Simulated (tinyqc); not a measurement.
Haynes-Shockley experiment: drift, diffusion and decay of a minority-carrier pulse: one step, computed by the program tinyqc. Command: `OMP_NUM_THREADS=1 python tinyqc.py 3114266 3114267 out.jsonl haynes walk`. One thread of a shared host (Intel(R) Xeon(R) Processor @ 2.30GHz), about 0.01 s of CPU time with the checks.

A thin sheet of excess carriers is made at x = 0, t = 0 in a long uniform bar; injection is low, so the pulse moves with the minority mobility.

Question. Simple reading of the pulse. With w the full width at half maximum: mu = d/(F t_p); D = (w d)^2/(16 ln2 t_p^3); Einstein ratio D/mu against k_B T/e.

Inputs (values chosen for the exercise, modelled on holes in n-type silicon in a lightly doped bar):
```
quantity,value,unit
minority mobility mu,463,cm^2/(V s)
temperature T,330,K
field F,4.6,V/cm
distance d to the collector,0.29,cm
```

time of the peak t_p = 116.9667 microsecond

width at half maximum = 53.55185 microsecond

D = 13.16642 cm^2/s

Constants: k_B = 8.617333262e-05 eV/K.

Give: apparent mobility; apparent D; apparent D/mu; error of mu; error of D.

Answer.

apparent mobility = 538.99 cm^2/(V s)

apparent D = 13.590 cm^2/s

apparent D/mu = 25.214 mV

error of mu = 16.412 %

error of D = 3.2155 %
